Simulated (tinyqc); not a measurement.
Quasi-harmonic thermal expansion with mode Grueneisen parameters: one step, computed by the program tinyqc.

A crystal with two atoms a cell; per atom there are 1 transverse acoustic (TA), 1/2 longitudinal acoustic (LA) and 3/2 optical (O) modes. Every frequency of group i scales as nu_i (V/V0)^(-gamma_i). Each group has one frequency. Static energy: E = (9 V0 B0/16) [y^3 B' + y^2 (2 - 4 y)], y = (V0/V)^(2/3) - 1, with pressure P_s = (3 B0/2) (z^7 - z^5) [1 + (3/4)(B' - 4)(z^2 - 1)], z = (V0/V)^(1/3).

Question. Grueneisen's estimate. gamma_th = sum gamma_i C_i / sum C_i; volume expansion coefficient alpha_V = gamma_th C k_B/(B0 V0); linear coefficient alpha_V/3; first-order volume change P_ph/B0.

Inputs (values chosen for the exercise, modelled on gallium nitride): static volume V0 = 11.4 angstrom^3/atom; static bulk modulus B0 = 193 GPa; temperature T = 200 K.

Acoustic groups: Einstein.

Groups:

| group | h nu_i/(k_B T) | U_i (meV) | C_i (k_B) | gamma_i C_i (k_B) |
|---|---|---|---|---|
| TA | 1.295796 | 19.58131 | 0.8710842 | 0.02787470 |
| LA | 2.222050 | 11.90177 | 0.3365895 | 0.3096624 |
| O | 4.271326 | 56.77485 | 0.3930222 | 0.4716267 |

phonon pressure at V0 = 1.120203 GPa

Constants: k_B = 8.617333262e-05 eV/K; 1 eV/angstrom^3 = 160.2176634 GPa.

Give: heat capacity C at V0; gamma_th at V0; linear expansion, Grueneisen estimate; first-order volume change.

Answer.

heat capacity C at V0 = 1.6007 k_B/atom

gamma_th at V0 = 0.50551

linear expansion, Grueneisen estimate = 1.6925 ppm/K

first-order volume change = 0.58042 %
